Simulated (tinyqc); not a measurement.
Gain factor and gap resistance from two string resistances.

Problem. At small bit-line voltage each of the 96 cells has the resistance 1/(K x) at overdrive x (no mobility reduction) in series with a gap resistance Rg. Find K, Rg and the share of the gaps at the higher overdrive.

resistance of a string of 96 equal cells at overdrives of 4 and 7.3 V (kohm): [6688.0865, 3755.8392]

Solution. The resistance per cell is a straight line in 1/x with slope 1/K and intercept Rg.

K = 3.700 uA/V^2
Rg = 2.100 kohm
share of the gaps = 5.368 %

Program tinyqc, `OMP_NUM_THREADS=1 python tinyqc.py 2142088 2142089 out.jsonl`; Intel Xeon 2.30GHz, shared host, one thread, about 0.6 s.
